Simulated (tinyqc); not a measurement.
Resistance of a source-drain extension with a graded tip: two steps of the calculation.

y runs along the channel, the gate covers y > 0. The doping is N0 for y < y0 and N0 10^(-(y - y0)/la) beyond, uniform over the depth xj. Sheet conductance s(y) = q mu(N) max(N - Nch, 0) xj + (for y > 0) ma Cox Vo, with mu(N) = u0 + (u1 - u0)/(1 + (N/Nr)^au) and Cox = eps0 eox/tox. Current is taken as one-dimensional; depletion of the tip, spreading and the contact are left out. The metallurgical junction lies at yj, where N = Nch.

Values chosen for this exercise; mobility law close to that of electrons in silicon: relative permittivity of the gate insulator (close to silicon dioxide) eox = 3.9; insulator thickness tox = 2.6 nm; active doping of the extension far from the gate N0 = 2e20 cm^-3; lateral abruptness la = 4.3 nm/decade; position under the gate where the fall begins (gate edge at 0) y0 = 1.7 nm; depth of the extension xj = 6 nm; channel doping Nch = 1.4e18 cm^-3; gate overdrive Vo = 0.69 V; mobility of the gate-induced layer ma = 120 cm^2/(V s); mobility at low doping u1 = 1414 cm^2/(V s); mobility at high doping u0 = 68.5 cm^2/(V s); reference doping Nr = 9.2e16 cm^-3; exponent au = 0.711; gate length Lg = 45 nm.

Constants: q = 1.602176634e-19 C, eps0 = 8.8541878128e-14 F/cm where lengths are in cm. Results are converted to the units shown.

Question 1. Sheet resistances and junction position. yj = y0 + la log10(N0/Nch); sheet resistance of the full extension 1/[q mu(N0)(N0 - Nch) xj] and of the gate-induced layer 1/(ma Cox Vo); metallurgical length Lg - 2 yj; ye is where the doped and the gate-induced conductances are equal.

Give: yj; sheet resistance of the extension; sheet resistance of the induced layer; metallurgical length; ye; N at ye.

Answer 1.

yj = 10.966 nm
sheet resistance of the extension = 706.12 ohm/square
sheet resistance of the induced layer = 9093.5 ohm/square
metallurgical length = 23.068 nm
ye = 6.9825 nm
N at ye = 1.1818e19 cm^-3

The gate takes over 3.98 nm before the junction, where N is still 8.44 times the channel doping.

Question 2. Resistance of the overlapped part. Midpoint rule on 9 equal steps from 0 to yj: R_ov = sum h/s(y), per width.

Find: y; N; doped conductance; sheet resistance; R_ov.

Answer 2.

```
point   y (nm)  N (cm^-3)  doped conductance (uS)  sheet resistance (ohm/square)
0      0.60923  2.0000e20                  1416.2                         655.24
1       1.8277  1.8678e20                  1327.0                         695.93
2       3.0461  9.7269e19                  718.42                         1207.2
3       4.2646  5.0654e19                  395.23                         1979.4
4       5.4830  2.6379e19                  221.28                         3018.8
5       6.7015  1.3737e19                  125.39                         4248.8
6       7.9199  7.1537e18                  70.110                         5553.1
7       9.1384  3.7254e18                  35.506                         6874.0
8       10.357  1.9400e18                  10.729                         8285.1
```

R_ov = 39.621 ohm um

Numbers from tinyqc (`OMP_NUM_THREADS=1 python tinyqc.py 2282123 2282124 out.jsonl`; about 0.04 s on one thread of a shared Intel Xeon 2.30GHz).
